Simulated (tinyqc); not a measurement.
Hydrogenic impurity: series, fields, screening, photoionisation and donor-acceptor pairs: one step, computed by the program tinyqc.

One isotropic, parabolic band. Effective units: Ry* and a*, in which H = -nabla^2 - 2/r.

Question. Overlap of donors. Wigner-Seitz radius r_s = (3/(4 pi N))^(1/3); Mott criterion N_c^(1/3) a* = 0.26; overlap of two 1s orbitals at distance d: S = exp(-x)(1 + x + x^2/3), x = d/a*, with d = N^(-1/3).

Inputs (values chosen for the exercise, for a model semiconductor): donor density N = 5.4e+14 cm^-3.

Parts treated: magnetic field and photoionisation.

a* = 320.2028 angstrom

Give: r_s; Mott density; N over the Mott density; overlap S.

Answer.

r_s = 761.80 angstrom

Mott density = 5.3536e+14 cm^-3

N over the Mott density = 1.0087

overlap S = 0.21033

The sample is on the metallic side of the criterion: isolated levels no longer exist. Caution: N lies above the Mott density, where the levels of isolated donors have no meaning.
